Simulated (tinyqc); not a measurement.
Time-domain thermoreflectance: layered heat flow under a modulated pulse train, and what the signal ratio measures. Changing the boundary conductance G under the metal. Computed by tinyqc, a small Python program. Command: `OMP_NUM_THREADS=1 python tinyqc.py 3112028 3112029 out.jsonl tdtr sweep`. One thread of a shared host (Intel(R) Xeon(R) Processor @ 2.30GHz), about 0.2 s of CPU time with the checks.

Pulses repeat at 80 MHz; heat is laid down at the surface, all layers are isotropic, and the film is in perfect contact with the substrate.

Inputs (values chosen for the exercise, modelled on aluminium on germanium):
```
quantity                               value        unit
metal thickness d                         79          nm
metal conductivity                       170     W/(m K)
metal heat capacity                     2.42  MJ/(m^3 K)
film thickness                            85          nm
film conductivity                        1.3     W/(m K)
film heat capacity                       1.9  MJ/(m^3 K)
substrate conductivity kappa            57.4     W/(m K)
substrate heat capacity C               1.68  MJ/(m^3 K)
modulation frequency f                   9.8         MHz
spot radius w (1/e^2, pump and probe)     22  micrometre
delay t                                  320          ps
```

Stack: metal, film, substrate.

Method:
- Penetration depth sqrt(kappa/(pi f C)); effusivity sqrt(kappa C); cooling time of the metal d C_m/G; Kapitza length kappa/G.
- For radial wave number k and angular frequency W each layer has u = sqrt(4 pi^2 k^2 + i W C/kappa) and gamma = kappa u. Surface impedance from below: Z = 1/gamma for the substrate; a layer of thickness L maps Z to (Z + tanh(u L)/gamma)/(1 + gamma Z tanh(u L)); a boundary adds 1/G.
- Response per absorbed watt H(W) = 2 pi int_0^(2/w) Z(k, W) exp(-pi^2 k^2 w^2) k dk by 20 Gauss-Legendre points.
- Signal: X + iY = sum_(m = -M..M) H(2 pi (f + m f_r)) exp(i 2 pi m f_r t) exp(-pi (m/M)^2 x 4), f_r = 80 MHz, M = 4000, with H(-W) the complex conjugate of H(W); V_in = X, V_out = Y, ratio = -V_in/V_out.

One run for each value:
```
boundary conductance G under the metal (MW/(m^2 K))  ratio -V_in/V_out  V_in (K/mW)  cooling time of the metal (ps)
10                                                              1.0615     0.042407                           19118
19                                                              1.3491     0.044660                           10062
37                                                              1.6040     0.044816                            5167
72                                                              1.7645     0.043984                            2655
140                                                             1.8410     0.042919                            1366
270                                                             1.8699     0.042030                             708
520                                                             1.8800     0.041434                             368
1000                                                            1.8835     0.041086                             191
```

Over the rows, ratio -V_in/V_out rises from 1.06 to 1.88 (exponent d ln y / d ln x 0.37 between the first rows and 0.0029 between the last); V_in (K/mW) goes from 0.0424 through a maximum among these rows, 0.0448 at 37.0, to 0.0411; cooling time of the metal (ps) falls from 19100 to 191 (exponent d ln y / d ln x about -1.0 throughout).

Extremes, crossings and ranges named in words are read from the listed rows.
